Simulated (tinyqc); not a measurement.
Vacancy excess varied: nucleation and growth of vacancy voids in a cooling silicon-like crystal. Computed by tinyqc, a small Python program. Command: `OMP_NUM_THREADS=1 python tinyqc.py 3026386 3026387 out.jsonl voids walk`. One thread of a shared host (Intel(R) Xeon(R) Processor @ 2.30GHz), about 0.3 s of CPU time with the checks.

Spherical voids; vacancies are lost only to voids.

Inputs (values chosen for the exercise, for a model crystal):

| quantity | value | unit |
|---|---|---|
| vacancy density at the melting point C_m | 5.9e+14 | 1/cm^3 |
| formation energy E_f | 3.79 | eV |
| melting point T_m | 1685 | K |
| diffusion prefactor D0 | 0.0005 | cm^2/s |
| migration energy E_m | 0.49 | eV |
| site density rho | 5e+22 | 1/cm^3 |
| void surface energy gamma | 0.822 | J/m^2 |
| cooling rate q | 18 | K/min |
| ratio (V/G)/xi_c | 1.19 | - |
| limit of the excess at high V/G | 1.3e+14 | 1/cm^3 |
| temperature step | 0.25 | K |

Vacancy supply: from V/G.

Constants: k_B = 8.617333262e-05 eV/K; k_B = 1.380649e-23 J/K.

Method:
- C = C_x (u - 1)/(u + 0.2) with u = (V/G)/xi_c, a form chosen for the exercise.
- C_e = C_m exp[-(E_f/k_B)(1/T - 1/T_m)]; D = D0 exp(-E_m/(k_B T)); f = k_B T ln(C/C_e); r* = 2 gamma/(rho f); W* = 16 pi gamma^3/(3 rho^2 f^2); Z = f/sqrt(12 pi W* k_B T); I = rho Z (4 pi r* D C) exp(-W*/(k_B T)).
- March down from 1500 K in steps dT, dt = dT/q, with values at the upper end of each step: a class of I dt voids is born with r*; then all classes grow by r^2 += 2 D (C - C_e) dt/rho; C falls by the vacancies added to voids. Stop at 1150 K. T_n is the T of the largest I, N the final count (classes under 1e-6 /cm^3 are dropped), and the mean radius the number average.

initial excess C = 1.77698e+13 1/cm^3

At fixed q:

| C (1/cm^3) | T_n (K) | N (1/cm^3) | mean radius (nm) |
|---|---|---|---|
| 7.10e+12 | 1253.50 | 1.3622e+09 | 2.8845 |
| 1.10e+13 | 1275.50 | 9.8386e+08 | 3.7216 |
| 1.80e+13 | 1300.75 | 6.7735e+08 | 4.9696 |
| 2.80e+13 | 1324.25 | 4.8246e+08 | 6.4516 |
| 4.40e+13 | 1349.00 | 3.4006e+08 | 8.4338 |

More vacancies nucleate earlier (T_n rises by 96 K) and give fewer, larger voids: N goes as C^-0.76 and the radius as C^0.59, steeper than the -1/2 and +1/2 of the scaling argument at fixed D, because D rises with T_n.

Extremes, crossings and ranges named in words are read from the listed rows.
